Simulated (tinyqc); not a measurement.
Koster-Slater impurity in an sp3s* host, step by step. Values are carried at full precision from step to step, so a last printed digit may differ when a step is redone from the rounded ones.

sp3s* tight binding, nearest neighbours only: anion (a) at 0, cation (c) at a/4 (1,1,1), orbitals s, px, py, pz, s* on each; k in units of 2 pi/a. With phases e_j = exp(i (pi/2) k.n_j) for n = (1,1,1), (1,-1,-1), (-1,1,-1), (-1,-1,1): g0 = (e1+e2+e3+e4)/4, g1 = (e1+e2-e3-e4)/4, g2 = (e1-e2+e3-e4)/4, g3 = (e1-e2-e3+e4)/4. The diagonal holds the levels Esa, Epa, Exa (s*) and Esc, Epc, Exc. Anion-cation block: <sa|sc> = Vss g0; <sa|xc> = Vsapc g1; <xa|sc> = -Vscpa g1; <xa|xc> = Vxx g0; <xa|yc> = <ya|xc> = Vxy g3, <xa|zc> = <za|xc> = Vxy g2, <ya|zc> = <za|yc> = Vxy g1; <s*a|xc> = Vxapc g1; <xa|s*c> = -Vpaxc g1; y and z take g2 and g3 in place of g1; s-s* and s*-s* vanish.

Parameters, chosen for this exercise (out of a larger set: near a published set for Si; not measured data): p = (-4.197, 1.709, -4.197, 1.709, 6.692, 6.692, -8.332, 1.713, 4.561, 5.708, 5.708, 5.358, 5.358) eV (order Esa, Epa, Esc, Epc, Exa, Exc, Vss, Vxx, Vxy, Vsapc, Vscpa, Vxapc, Vpaxc); N = 4 (mesh); V = -12.4 eV (shift of the s level).

## The gap of the host

Gaps from the top of the valence band to Gamma, to the minimum on (x,0,0) from 0.5 to 1, and to L; the smallest is Eg.

top of the valence band on the scale of the parameters = -0.0040 eV

gaps (eV): Gamma 3.4260, Delta 1.1751, L 2.5078

Eg (smallest gap of the host) = 1.1751 eV

## Where the weight lies

A defect on an anion site (a) shifts the s level there by Vs or the three p levels by Vp and leaves the rest. A level in the gap solves 1/Vs = G_s(E) (symmetry A1) or 1/Vp = G_p(E) (T2, threefold), with G(E) = (1/N^3) sum over k and bands of w/(E - e), where w is the weight of the state on the s orbital of that site, or the mean weight on its px, py, pz. Mesh: k = f1 (-1,1,1) + f2 (1,-1,1) + f3 (1,1,-1), f = (j + 1/2)/N, j = 0 to N - 1. Energies from the top of the valence band at Gamma; the s* orbital of the site is left as it is. An infinite shift removes the s or p orbitals, the model of the ideal vacancy: G(E) = 0.

For each band: mean energy over the mesh and summed weights; each column of weights adds to one.

Bands:
```
band  mean energy (eV)  s weight  p weight
1              -10.121    0.4149    0.0260
2               -6.090    0.1968    0.0902
3               -2.236    0.0060    0.1643
4               -1.812    0.0017    0.1660
5                1.779    0.0777    0.0786
6                2.691    0.2381    0.0439
7                5.256    0.0048    0.1630
8                5.674    0.0133    0.1574
9                9.671    0.0304    0.0456
10              10.473    0.0163    0.0649
```

The filled bands hold 0.619 of the s orbital and 0.446 of each p orbital of the anion. Filled states add positive terms to G in the gap and empty ones negative terms.

## Green functions across the gap

G at nine energies E = Eg j/8.

G(E) (1/eV):
```
E (eV)       G_s       G_p
0.0000  -0.07007   0.09934
0.1469  -0.08262   0.06392
0.2938  -0.09699   0.03663
0.4407  -0.11387   0.01218
0.5875  -0.13429  -0.01189
0.7344  -0.16001  -0.03759
0.8813  -0.19439  -0.06774
1.0282  -0.24506  -0.10811
1.1751  -0.33715  -0.17734
```

Both fall with E, as dG/dE = -sum w/(E - e)^2 demands. G_s keeps its sign, so the vacancy has no level of this symmetry in the gap. G_p changes sign, so the vacancy has a level of this symmetry in the gap.

## A first estimate from the table

A defect that shifts the s level of its anion site by V has a level where the host Green function G_s(E) equals 1/V; E is counted from the top of the valence band. Find it by linear interpolation between the two rows that bracket it.

1/V = -0.08065 1/eV
estimated level = 0.124 eV

## The level and its weight on the defect

Solve by bisection with the full sum. The weight of the bound state on the shifted orbital is G^2/(-G'), which is also dE/dV.

level = 0.1249 eV
G'(E) = -0.08921 1/eV^2
weight on the defect orbital = 0.0729

The level lies 0.125 eV above the valence band and 1.050 eV below the conduction band. Only 7.3 % of it sits on the shifted orbital, the rest on other orbitals (the s* of the same site among them), so a shift of 1 eV moves the level by about 73 meV.

## Checks

- Sum of the s weights over all bands against one: both 1.00000.
- First moment of the s weights against the s level of the site, on the scale of the parameters: both -4.19700.

Computed by tinyqc, a small Python program: `OMP_NUM_THREADS=1 python tinyqc.py 1450626 1450627 out.jsonl` (the numbers bound the seed that draws the inputs); one thread of a shared host (Intel(R) Xeon(R) Processor @ 2.30GHz), about 0.04 s for the whole set of steps.
